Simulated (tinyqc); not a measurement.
Ballistic Schottky-barrier transistor with a one-dimensional channel, WKB contacts: two steps of the calculation.

Source Fermi level 0, drain Fermi level -Vd. Far from the contacts Ec = pn - psi, and the gate moves psi one to one; the band edges relax as exp(-x/lam) from pn at the source and pn - Vd at the drain; Ev = Ec - Eg. A carrier of energy w inside the channel band meets at a contact a barrier of height D (the contact edge beyond the channel edge): T = 1 for w >= D, else exp(-S), S = 4 lam sqrt(m/C) [sqrt(D - w) - sqrt(w) arctan sqrt((D - w)/w)], C = hbar^2/(2 m0). The two contacts combine as Ts Td/(Ts + Td - Ts Td).

Parameters, values chosen for the exercise; channel values close to those of a silicon nanowire with silicide contacts:
- T = 300 K (temperature)
- Eg = 1.12 eV (band gap)
- pn = 0.89 eV (barrier for electrons at both contacts)
- mp = 0.26 m0 (hole mass)
- g = 2 (valleys or subbands)
- lam = 2.5 nm (screening length at the contacts)
- Vd = 0.5 V (drain bias)
- ps = -0.16 V (band shift psi of the channel by the gate)
- w0 = 0.4 eV (energy of one carrier inside the channel band)
- wm = 0.84 eV (upper end of the grid)
- nE = 13 (points of the grid)

Constants: q = 1.602176634e-19 C, kB = 1.380649e-23 J/K, hbar = 1.054571817e-34 J s, h = 6.62607015e-34 J s, m0 = 9.1093837015e-31 kg, Vt = kB T/q, hbar^2/(2 m0) = 0.0380998212 eV nm^2. Results are converted to the units shown.

Question 1. Transmission of one of the holes. S and T at both contacts for w = w0, and the tunnelling distance lam ln(D/w) at the higher barrier.

D for holes (eV): source 0.16000000, drain 0.66000000

Wanted: S at the source; S at the drain; combined T; tunnelling distance.

Answer 1.

S at the source = 0
S at the drain = 2.110
combined T = 0.1213
tunnelling distance = 1.252 nm

Question 2. Current of the holes on a coarse grid. I = g (2 q^2/h) int T(w) [f(Es + w) - f(Ed + w)] dw, f(y) = 1/(1 + exp(y/Vt)). Electrons: Ds = psi, Dd = psi - Vd, Es = Ec, Ed = Ec + Vd. Holes: Ds = -psi, Dd = Vd - psi, Es = -Ev, Ed = -Ev - Vd. The size of each current is taken; both flow from drain to source and add. Simpson's rule on nE equally spaced w from 0 to wm.

Give: w; Ts; Td; T; size of the supply difference; current.

Answer 2.

```
point	w (eV)	Ts	Td	T	size of the supply difference
0	0.0000	2.897e-5	6.070e-10	6.070e-10	0.9375
1	0.0700	0.1387	1.011e-5	1.011e-5	0.9956
2	0.1400	0.8502	2.852e-4	2.852e-4	0.9997
3	0.2100	1.000	0.002755	0.002755	0.9998
4	0.2800	1.000	0.01506	0.01506	0.9970
5	0.3500	1.000	0.05640	0.05640	0.9567
6	0.4200	1.000	0.1589	0.1589	0.5955
7	0.4900	1.000	0.3545	0.3545	0.08941
8	0.5600	1.000	0.6409	0.6409	0.006505
9	0.6300	1.000	0.9325	0.9325	4.365e-4
10	0.7000	1.000	1.000	1.000	2.912e-5
11	0.7700	1.000	1.000	1.000	1.942e-6
12	0.8400	1.000	1.000	1.000	1.295e-7
```

current = 2.110 uA

Range of the model: No scattering, image-force lowering, channel charge or band-to-band tunnelling; parabolic kappa overstates S deep in the gap.

Numbers from tinyqc (`OMP_NUM_THREADS=1 python tinyqc.py 2390127 2390128 out.jsonl`; about 0.07 s on one thread of a shared Intel Xeon 2.30GHz).
